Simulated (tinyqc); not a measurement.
# From one set of inputs to another, one input at a time

Model: out-diffusion of a doped substrate or buried layer into a growing epitaxial film. Computed by tinyqc, a small Python program. Command: `OMP_NUM_THREADS=1 python tinyqc.py 3028372 3028373 out.jsonl buried ladder`. One thread of a shared host (Intel(R) Xeon(R) Processor @ 2.30GHz), about 0.05 s of CPU time with the checks.

x is counted from the original substrate surface into the film, whose surface moves as x = v t. Substrate dopant has one diffusivity; the dopant of the film is taken as uniform.

The inputs printed are set A. Set A is modelled on arsenic in silicon; the values taken over come from a set modelled on antimony in silicon. Inputs not listed in the table keep their values of set A, so the rows need not describe a real material.

Inputs (values chosen for the exercise, modelled on arsenic in silicon):
```
quantity,value,unit
prefactor D0,9.53,cm^2/s
activation energy E,3.98,eV
substrate concentration C_s,7.8e+18,1/cm^3
film doping C_e,2.3e+15,1/cm^3
growth rate v,0.095,um/min
film thickness d,2.9,um
growth temperature T,1075,C
"autodoping level at the start, as a share of C_s",0.003,-
decay length of autodoping,0.38,um
later thermal budget (Dt)2,4.5e-10,cm^2
```

Film doping: same type as the substrate.

Constants: k_B = 8.617333262e-05 eV/K.

Method:
- D = D0 exp(-E/(k_B T)); growth time t = d/v; l = 2 sqrt(D t); growth number G = v t/l = d/l; 1 um = 1e-4 cm.
- Temperatures in kelvin are T(C) + 273.15.
- After growth and the later budget: l2 = 2 sqrt(D t + (Dt)2); C(x) = (C_s/2) erfc(x/l2) + share x C_s exp(-x/decay length) for x > 0 (autodoping taken as unchanged by the later budget). The transition x_t solves C(x) = C_e, where the total doping is twice the intended value.
- Usable film = d - x_t. Also give x_t for the erfc term alone, after growth and after the later budget.

Each row keeps all changes above it:
```
input moved,from,to,"x_t after growth, erfc alone (um)",x_t with autodoping (um),growth number G
set A,-,-,0.2335,1.119,30.2
later thermal budget (Dt)2 (cm^2),4.5e-10,1.1e-10,0.2335,0.882,30.2
prefactor D0 (cm^2/s) and activation energy E (eV),"9.53, 3.98","4.98, 3.87",0.2710,0.882,26.0
film doping C_e (1/cm^3),2.3e+15,2.2e+15,0.2720,0.898,26.0
growth rate v (um/min),0.095,0.55,0.1130,0.898,62.6
"autodoping level at the start, as a share of C_s",0.003,8e-05,0.1130,0.527,62.6
growth temperature T (C),1075,1000,0.0424,0.516,166.9
```

Where does the difference come from?

x_t after growth, erfc alone goes from 0.234 to 0.0424, a factor 0.181 in all. The largest single move comes from growth temperature T (a factor 0.375), and prefactor D0 with activation energy E works against it (a factor 1.16). x_t with autodoping goes from 1.12 to 0.516, a factor 0.461 in all. The largest single move comes from autodoping level at the start, as a share of C_s (a factor 0.586). Growth number G goes from 30.2 to 167, a factor 5.53 in all. The largest single move comes from growth temperature T (a factor 2.67), and prefactor D0 with activation energy E works against it (a factor 0.862). The single moves hold for this order of the switches; the total does not depend on the order.

Caution (rows growth temperature T): the substrate doping is comparable to or above the intrinsic density at growth temperature, so the diffusivity may be higher on that side.

Extremes, crossings and ranges named in words are read from the listed rows.
